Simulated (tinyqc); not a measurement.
Worked calculation: empirical pseudopotential in a few plane waves. One step of it, computed by the program tinyqc.

Task: Levels at G. Diagonalise the Hermitian matrix.

H(k) at G (eV), lower triangle:
```
,+0+0+0,-1-1-1,-1-1+1,-1+1-1,-1+1+1,+1-1-1,+1-1+1,+1+1-1,+1+1+1,-2+0+0,+0-2+0,+0+0-2,+0+0+2,+0+2+0,+2+0+0
+0+0+0,0.000000
-1-1-1,2.414790,11.514770
-1-1+1,-2.414790,0.000000,11.514770
-1+1-1,-2.414790,0.000000,0.612256,11.514770
-1+1+1,-2.414790,-0.612256,0.000000,0.000000,11.514770
+1-1-1,-2.414790,0.000000,0.612256,0.612256,0.000000,11.514770
+1-1+1,-2.414790,-0.612256,0.000000,0.000000,0.612256,0.000000,11.514770
+1+1-1,-2.414790,-0.612256,0.000000,0.000000,0.612256,0.000000,0.612256,11.514770
+1+1+1,2.414790,0.000000,-0.612256,-0.612256,0.000000,-0.612256,0.000000,0.000000,11.514770
-2+0+0,0.000000,-2.414790,-2.414790,-2.414790,2.414790,0.529137,-0.529137,-0.529137,-0.529137,15.353026
+0-2+0,0.000000,-2.414790,-2.414790,0.529137,-0.529137,-2.414790,2.414790,-0.529137,-0.529137,0.612256,15.353026
+0+0-2,0.000000,-2.414790,0.529137,-2.414790,-0.529137,-2.414790,-0.529137,2.414790,-0.529137,0.612256,0.612256,15.353026
+0+0+2,0.000000,-0.529137,2.414790,-0.529137,-2.414790,-0.529137,-2.414790,0.529137,-2.414790,-0.612256,-0.612256,0.000000,15.353026
+0+2+0,0.000000,-0.529137,-0.529137,2.414790,-2.414790,-0.529137,0.529137,-2.414790,-2.414790,-0.612256,0.000000,-0.612256,0.612256,15.353026
+2+0+0,0.000000,-0.529137,-0.529137,-0.529137,0.529137,2.414790,-2.414790,-2.414790,-2.414790,0.000000,-0.612256,-0.612256,0.612256,0.612256,15.353026
```

Give: eigenvalues.

Result:

eigenvalues (eV): -2.8749  6.8334  6.8334  6.8334  8.6761  10.9025  10.9025  10.9025  14.1285  14.1285  16.2265  19.4221  19.4221  19.4221  22.4775
